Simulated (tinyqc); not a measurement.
# Bandgap voltage reference from two bipolar transistors: effect of the area ratio of the second transistor

Two transistors of area 1 and N carry the same current I. Is(T) = Is (T/T0)^eta exp[(Vg0 q/kB)(1/T0 - 1/T)], VBE1 = Vt ln(I/Is(T)) + I rb, VBE2 = Vt ln(I/(N Is(T))) + I rb/N. The amplifier forces I R1(T) = VBE1 - VBE2 + Vos, with R(T) = R (1 + tc (T - T0)) for both resistors, and the output is Vref = VBE1 + I R2(T). Base currents and the Early effect are neglected.

Vt = kB T/q; I = (Vt ln N + Vos)/(R1(T) - rb (1 - 1/N)). Box coefficient: span of Vref between 233 and 398 K over its average over T and over 165 K. The last column is the R2 that gives zero slope at T0.

Parameters, values chosen for the exercise; values of the order met in silicon bipolar transistors: reference temperature T0 = 323 K; band-gap voltage extrapolated to 0 K Vg0 = 1.208 V; temperature exponent of the saturation current eta = 3.8; saturation current of the unit transistor at T0 Is = 4.1e-18 A; resistor across which the difference of VBE falls, at T0 R1 = 22 kohm; temperature coefficient of both resistors tc = 0 ppm/K; offset of the amplifier Vos = 1.1 mV; series resistance of the unit transistor rb = 88 ohm; output resistor at T0 R2 = 325.5 kohm.

Constants: q = 1.602176634e-19 C, kB = 1.380649e-23 J/K. Results are converted to the units shown.

Effect of the area ratio of the second transistor:
```
N,I at T0 (uA),Vref at T0 (V),slope at T0 (uV/K),box coefficient (ppm/K),R2 for zero slope (kohm)
2,0.9288,1.030,-847.0,809.7,636.8
4,1.809,1.335,100.2,81.51,307.1
8,2.690,1.633,1023,635.0,200.3
15,3.489,1.901,1851,986.2,151.6
24,4.086,2.099,2467,1190,128.1
48,4.967,2.392,3372,1429,104.0
100,5.900,2.700,4327,1626,86.58
```

Read the table: what changes, and by how much?

As N goes from 2 to 100, Vref rises from 1.030 to 2.700 V and the box coefficient goes from 810 through a minimum of 81.5 (at N = 4 among the rows listed) to 1630 ppm/K. A larger N needs a smaller R2/R1, which lowers the gain seen by offset and noise.

tinyqc, about 0.02 s, one thread, Intel Xeon 2.30GHz (shared host): `OMP_NUM_THREADS=1 python tinyqc.py 2062031 2062032 out.jsonl`
